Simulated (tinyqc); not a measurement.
Ground and coupling capacitance from two measurements.

Problem. A line has Cg to the planes and Cc to each of two neighbours. Find Cg, Cc, the load when both neighbours switch in antiphase, and the pulse on the line when it floats and both neighbours swing by Vx.

Inputs (values chosen for the exercise):
```
symbol,value,unit,meaning
Vx,0.7,V,swing
```

capacitance with neighbours driven alike and with neighbours grounded (aF/um): 45  85

Solution. Driven alike, Cc carries no charge, which leaves Cg; grounded neighbours give Cg + 2 Cc, antiphase Cg + 4 Cc; a floating line divides the swing as 2 Cc/(Cg + 2 Cc).

Cg = 45.00 aF/um
Cc = 20.00 aF/um
load in antiphase = 125.0 aF/um
pulse = 0.3294 V

Program tinyqc, `OMP_NUM_THREADS=1 python tinyqc.py 2790155 2790156 out.jsonl`; Intel Xeon 2.30GHz, shared host, one thread, about 0.8 s.
